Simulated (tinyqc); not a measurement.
# Floating body of a partially depleted SOI transistor: body voltage and kink: transfer curve and swing

Source at 0 V. Channel current Ic = 2 nf K Vt^2 [F(0) - F(Vd)](1 + la Vd), F(V) = ln^2(1 + exp((Vg - VT - nf V)/(2 nf Vt))), VT = VT0 - gb Vb. Saturation voltage Vs = 2 Vt sqrt(F(0)) + 3 Vt, excess Ve = (Vd - Vs + sqrt((Vd - Vs)^2 + 0.0004 V^2))/2, multiplication M1 = Ai Ve exp(-Bl/Ve). Each junction passes D(v) = J1 (exp(v/Vt) - 1) + J2 (exp(v/(2 Vt)) - 1). Bipolar current Ib = bb J1 (exp(Vb/Vt) - 1). The body settles where M1 (Ic + Ib) = D(Vb) + D(Vb - Vd) + Vb/Rb; drain current Id = (1 + M1)(Ic + Ib) - D(Vb - Vd).

Rows with more than one solution for Vb (latch) are left out; dId/dVd by a forward difference over 1e-4 V, swing = 1e-4 V over the change of log10 Id; M1 under 1e-12 is printed as 0.

Values chosen for this exercise; values of the order met in partially depleted silicon-on-insulator transistors:
- T = 300 K (temperature)
- VT0 = 0.38 V (threshold at zero body voltage)
- gb = 0.25 (fall of the threshold per volt of body voltage)
- nf = 1.24 (slope factor)
- K = 150 uA/(V^2 um) (gain factor per width)
- la = 0.1 1/V (channel-length modulation factor)
- Ai = 3.95 1/V (impact-ionisation prefactor)
- Bl = 7.1 V (impact-ionisation voltage)
- J1 = 5.5e-12 uA/um (diffusion saturation current of each junction)
- J2 = 2.4e-8 uA/um (recombination saturation current of each junction)
- bb = 0 (gain of the lateral bipolar transistor on the diffusion current)
- Rb = 1e9 kohm um (resistance of a weak body tie to the source (1e9 stands for no tie, and the term is then dropped))
- Vd = 1.5 V (drain voltage)

Constants: q = 1.602176634e-19 C, kB = 1.380649e-23 J/K, Vt = kB T/q. Results are converted to the units shown.

Transfer curve and swing:
columns A: Vg (V); B: Vb (V); C: M1; D: Id, floating (uA/um); E: Id, grounded (uA/um); F: ratio; G: swing, floating (mV/decade); H: swing, grounded (mV/decade)
```
A            B         C         D         E      F      G      H
-0.07  0.04795   0.03819  3.691e-7  2.615e-7  1.412  72.32  81.30
0.03    0.1860   0.03812  2.277e-5  5.381e-6  4.232  46.30  74.30
0.13    0.4042   0.03742  0.002590  1.194e-4  21.70  55.74  74.58
0.23    0.5134   0.03390   0.08571  0.002511  34.14  80.32  77.29
0.33    0.5676   0.02613    0.7961   0.04215  18.89  139.0  88.75
0.43    0.5916   0.01783     2.854    0.3942  7.240  234.8  125.1
0.53    0.6010   0.01135     6.367     1.727  3.687  348.2  198.1
0.63    0.6027  0.006805     11.25     4.455  2.525  467.3  297.6
0.73    0.5990  0.003806     17.44     8.610  2.026  587.9  408.3
```

Vb goes from 0.0479 through a maximum of 0.603 (at Vg = 0.63 V among the rows listed) to 0.599 V. The smallest swing among the rows is 46.3 mV a decade with a floating body (at Vg = 0.03 V) and 74.3 with a grounded one; Vt ln 10 = 59.5. The floating swing is smaller by more than 3 % for Vg = -0.07, 0.03, 0.13 V, where the rising Vb lowers the threshold as Vg rises. In the first row the floating body raises the current by a factor of 1.41.

Range of the model: The multiplication law is an empirical form chosen for the exercise; self-heating and capacitive coupling to the body are left out, and the linear laws are rough once Vb passes about 0.7 V or M1 about 0.1.

Program tinyqc, `OMP_NUM_THREADS=1 python tinyqc.py 2182229 2182230 out.jsonl`; Intel Xeon 2.30GHz, shared host, one thread, about 0.2 s.
